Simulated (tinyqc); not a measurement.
Undoped gate-all-around wire MOSFET, analytic charge model: one step of the calculation.

An undoped round wire of radius R under an insulator shell and a surrounding gate; long channel, electrons only, n = ni exp((psi - V)/Vt) with V the quasi-Fermi potential (0 at the source, Vd at the drain), constant mobility, no quantisation. The radial Poisson equation gives n(r) = n(0)/(1 - (1 - b) r^2/R^2)^2 with b = Q0/(Q + Q0). Q is the electron charge per area of the wire surface.

Problem. Charge at the source by Newton steps. With V = 0: f = Q/Cox + Vt ln(Q/Q0) + Vt ln(1 + Q/Q0) - (Vg - V0); f' = 1/Cox + Vt/Q + Vt/(Q + Q0); Q(new) = Q - f/f'.

Inputs (values chosen for the exercise): temperature T = 300 K; gate voltage Vg = 0.68 V.

Constants: q = 1.602176634e-19 C, kB = 1.380649e-23 J/K, Vt = kB T/q. Results are converted to the units shown.

Q after iteration 1 = 20.803991 nC/cm^2
Cox = 2.4935716 uF/cm^2
Q0 = 52.646646 nC/cm^2
V0 = 0.64598948 V

Give: f; f'; Q after iteration 2.

Solution.

f = -0.04106 V
f' = 0.001996 V cm^2/nC
Q after iteration 2 = 41.38 nC/cm^2

Numbers from tinyqc (`OMP_NUM_THREADS=1 python tinyqc.py 2460094 2460095 out.jsonl`; about 0.02 s on one thread of a shared Intel Xeon 2.30GHz).
